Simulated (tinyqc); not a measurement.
What each parameter does: alloy A(1-x)B(x) by interpolation with bowing.

Each gap follows E(x) = (1 - x) E_A + x E_B - C x (1 - x); the lattice constant follows Vegard, a(x) = (1 - x) a_A + x a_B.

Mass at Gamma from the Kane formula 1/m = F + Ep (Eg + 2 Dso/3)/(Eg (Eg + Dso)). F is fixed by the masses of A and B and interpolated linearly, as is Ep; Eg and Dso carry their bowing.

Values chosen for the exercise (A near InSb, B near InAs; not measured data): Eg = (0.238, 0.414) eV (gap at Gamma to the s-like level of A, B); EgX = (0.627, 1.413) eV (gap to the lowest valley along Gamma-X of A, B); EgL = (0.926, 1.123) eV (gap to L of A, B); C = (0.59, 0.547, 0.583) eV (bowing of the Gamma, X and L gaps); x = 0.19 (fraction of B); Dso = (0.805, 0.396) eV (spin-orbit splitting of A, B); Ep = (23.2, 21.5) eV (Kane energy of A, B); me = (0.0134, 0.0262) m0 (electron mass at Gamma of A, B); Cs = 1.42 eV (bowing of Dso).

Gaps at x and the Kane mass. Each row changes one parameter from the base and keeps the others.

Results:
```
case                         Gamma (eV)  X (eV)  L (eV)  mass (m0)
base                             0.1806  0.6922  0.8737     0.0104
x = 0.15                         0.1892  0.6752  0.8812     0.0109
C = (0.69, 0.647, 0.683) eV      0.1652  0.6768  0.8583     0.0096
Eg = (0.25, 0.414) eV            0.1904  0.6922  0.8737     0.0106
EgX = (0.627, 1.342) eV          0.1806  0.6787  0.8737     0.0104
EgL = (0.88, 1.123) eV           0.1806  0.6922  0.8364     0.0104
Ep = (25.5, 23.7) eV             0.1806  0.6922  0.8737     0.0101
Cs = 1.47 eV                     0.1806  0.6922  0.8737     0.0104
```

The largest shifts from the base row, up to three for each result and ties (the steps differ in size, so this ranks the rows, not the parameters). Gamma (eV): C -0.0154, Eg +0.0097, x +0.0085; unchanged at the printed digits by EgX, EgL, Ep and Cs. X (eV): x -0.0170, C -0.0154, EgX -0.0135; unchanged at the printed digits by Eg, EgL, Ep and Cs. L (eV): EgL -0.0373, C -0.0154, x +0.0075; unchanged at the printed digits by Eg, EgX, Ep and Cs. mass (m0): C -0.0008, x +0.0005, Ep -0.0003; unchanged at the printed digits by EgX, EgL and Cs.

Computed by tinyqc, a small Python program: `OMP_NUM_THREADS=1 python tinyqc.py 1050715 1050716 out.jsonl` (the numbers bound the seed that draws the inputs); one thread of a shared host (Intel(R) Xeon(R) Processor @ 2.30GHz), about 0.01 s for the whole set of steps.
